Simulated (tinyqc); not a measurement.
Worked calculation: deformation-potential model of the X valleys of a conduction band. Values are carried at full precision from step to step, so a last printed digit may differ when a step is redone from the rounded ones.

s11 = (C11 + C12)/((C11 - C12)(C11 + 2 C12)), s12 = -C12/((C11 - C12)(C11 + 2 C12)), s44 = 1/C44; exx = s11 sxx + s12 (syy + szz) and cyclic, exy = s44 sxy/2; tension is positive. A uniaxial stress X along the unit vector n is s_ij = X n_i n_j.

Constants: kB = 8.617333262e-05 eV/K; hbar^2/2m0 = 3.80998211 eV angstrom^2.

Parameters, chosen for this exercise (near those of GaP; not measured data): C11 = 139.5 GPa; C12 = 63.5 GPa; C44 = 73.7 GPa; load = uniaxial [100] (kind of stress); X = 1.78 GPa (stress); Xd = 1.58 eV (dilation potential); Xu = 6.55 eV (uniaxial potential); T = 77 K (temperature); ml = 2.001 m0 (longitudinal mass); mt = 0.249 m0 (transverse mass).

## Strain from a uniaxial [100] stress

Form the compliances and the strain.

s11, s12, s44 (1/TPa): 10.0227  -3.1352  13.5685

strain tensor:
```
          x          y          z
x  0.017840   0.000000   0.000000
y  0.000000  -0.005581   0.000000
z  0.000000   0.000000  -0.005581
```

## Valley shifts

Valleys with axes along x, y and z, one whole valley each. Herring-Vogt shift of a valley with unit axis a: dE = Xd tr(e) + Xu a.e.a. Non-degenerate shares n_i = exp(-dE_i/kT)/sum_j exp(-dE_j/kT). Inverse mass tensor of a valley: (1 - a a)/mt + a a/ml; the masses are taken as independent of strain.

Apply the Herring-Vogt formula to each valley.

Xd tr(e) = 10.55 meV

a.e.a: x 0.017840, y -0.005581, z -0.005581

shifts dE (meV): x 127.41, y -26.00, z -26.00

The lowest valleys are y and z, 153.4 meV below the highest; the mean shift over all valleys is (Xd + Xu/3) tr(e) = 25.14 meV.

## Shares of the electrons

Boltzmann factors of the shifts.

kT = 6.635 meV

shares: x 0.0000, y 0.5000, z 0.5000

effective number of valley axes, 1/(largest share) = 2.000

## Conductivity mass tensor

With one scattering time for all valleys the conductivity goes as M = sum_i n_i (inverse mass tensor of valley i); along the unit vector u, 1/m_c = u.M.u. Without stress 1/m_c = (1/ml + 2/mt)/3. Take u along [001].

M (1/m0):
```
       x      y      z
x  4.016  0.000  0.000
y  0.000  2.258  0.000
z  0.000  0.000  2.258
```

m_c along [001] = 0.4429 m0
m_c without stress = 0.3516 m0

The repopulation alone changes the mobility along [001] by -20.6 %; with all electrons in the valleys lightest or heaviest along this direction it would change by +41 or -82 %.

## Effective density of states

Each of the 3 whole valleys has m_d = (ml mt^2)^(1/3) and N = 2 (m_d kT/(4 pi c))^(3/2), c = hbar^2/2m0. Counted from the lowest edge, Nc = N x sum_i exp(-(dE_i - dE_min)/kT). 1 angstrom^-3 = 1e24 cm^-3.

m_d = 0.4987 m0
N of one valley = 1.149e+18 cm^-3
Nc under stress = 2.299e+18 cm^-3
Nc without stress = 3.448e+18 cm^-3

## Piezoresistance from repopulation

For small stress d(rho)/rho = pi X. For valleys on the cube axes pi11 = -(2/3) Xu (s11 - s12)/kT x (K - 1)/(2K + 1), pi12 = -pi11/2, pi44 = 0, K = ml/mt. For stress along [110]: pi_l = (pi11 + pi12 + pi44)/2 with the current along it and pi_t = (pi11 + pi12 - pi44)/2 with the current along [1-10]. 1/GPa = 100 x 1e-11/Pa.

K = 8.036

pi11, pi12, pi44 (1e-11/Pa): -356.9  178.4  0.0

pi_l, pi_t for [110] (1e-11/Pa): -89.2  -89.2

Only the transfer between valleys is counted; changes of mass and of intervalley scattering add to it in a real crystal.

## Checks

- Conductivity mass at zero stress against 3/(1/ml + 2/mt): both 0.3516224.
- Piezoresistance coefficients by finite differences against the closed form: largest difference 9.8e-07.

Program tinyqc; command `OMP_NUM_THREADS=1 python tinyqc.py 1050879 1050880 out.jsonl`; about 0.02 s on one thread of a shared Intel(R) Xeon(R) Processor @ 2.30GHz.
